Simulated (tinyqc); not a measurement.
# MOS capacitor on a p-type substrate, surface potential from the exact charge relation: effect of the temperature on threshold and swing

Uniform p-type substrate, Boltzmann statistics, full ionisation, classical densities. psi is the surface potential against the body (positive when the bands bend down) and u = psi/Vt. Traps are spread evenly over the gap and neutral at flat band, so their charge is -q Dit psi; the minority quasi-Fermi level is shifted by Vb.

Nc and Nv are given at 450 K and scale as (T/450 K)^1.5; Eg is held fixed. ni = sqrt(Nc Nv) exp(-Eg/(2 Vt)), Eg in volts; phiF = Vt ln(N/ni); Cox = eps0 eox/tox; Vfb = phiM - chi - (Eg - Vt ln(Nv/N)) - q Nf/Cox; VT = Vfb + [(2 phiF + Vb)(1 + q Dit/Cox) + sqrt(2 eps0 eps_r q N (2 phiF + Vb))/Cox]. gamma = sqrt(2 eps0 eps_r q N)/Cox; Wm = sqrt(2 eps0 eps_r (2 phiF + Vb)/(q N)); m = 1 + (eps0 eps_r/Wm + q Dit)/Cox; swing m Vt ln 10; Cmin/Cox = 1/(1 + Cox Wm/(eps0 eps_r)).

Inputs (values chosen for the exercise); band and dielectric values close to those of silicon:

| symbol | value | unit | meaning |
|---|---|---|---|
| Eg | 1.13 | eV | band gap |
| eps_r | 11.5 |  | relative permittivity |
| Nc | 5.07e19 | cm^-3 | conduction-band density of states at the reference temperature |
| Nv | 4.79e19 | cm^-3 | valence-band density of states at the reference temperature |
| chi | 4.11 | eV | electron affinity |
| N | 6.1e16 | cm^-3 | acceptor density of the substrate |
| eox | 9.02 |  | relative permittivity of the gate insulator (close to aluminium oxide) |
| tox | 19 | nm | insulator thickness |
| phiM | 4.21 | eV | gate work function |
| Nf | -3e11 | cm^-2 | fixed charge at the interface, in units of q |
| Dit | 0 | cm^-2 eV^-1 | density of interface traps |
| Vb | 0.4 | V | reverse bias of the inversion layer against the body |

Constants: q = 1.602176634e-19 C, kB = 1.380649e-23 J/K, Vt = kB T/q, eps0 = 8.8541878128e-14 F/cm where lengths are in cm. Results are converted to the units shown.

The same in every row: gamma (V^0.5) = 0.3356.

Result of one run:
```
Vfb (V)  2 phiF (V)  VT (V)  Wm (nm)      m  swing (mV/decade)  Cmin/Cox
-0.7973      0.8921  0.8763    164.1  1.148              54.65    0.1286
```

Which temperature T gave this result: 200, 240, 320 or 360 K?

T = 240 K.

The whole series:
```
T (K)  Vfb (V)  2 phiF (V)  VT (V)  Wm (nm)      m  swing (mV/decade)  Cmin/Cox
200    -0.8217      0.9412  0.9081    167.2  1.145              45.43    0.1266
240    -0.7973      0.8921  0.8763    164.1  1.148              54.65    0.1286
280    -0.7720      0.8413  0.8432    160.8  1.151              63.93    0.1309
320    -0.7459      0.7890  0.8090    157.4  1.154              73.27    0.1334
360    -0.7192      0.7354  0.7738    153.8  1.157              82.68    0.1361
400    -0.6920      0.6807  0.7376    150.1  1.161              92.18    0.1390
440    -0.6642      0.6249  0.7005    146.1  1.166              101.8    0.1422
```

As T goes from 200 to 440, VT falls from 0.908 to 0.701 V, the swing rises from 45.4 to 102 mV/decade and Cmin/Cox rises from 0.127 to 0.142. Of the change of VT by -0.208 V, 0.158 V comes from Vfb and -0.365 V from the band bending and the charge it takes. VT changes by -0.865 mV/K on average.

Program tinyqc, `OMP_NUM_THREADS=1 python tinyqc.py 2060064 2060065 out.jsonl`; Intel Xeon 2.30GHz, shared host, one thread, about 0.01 s.
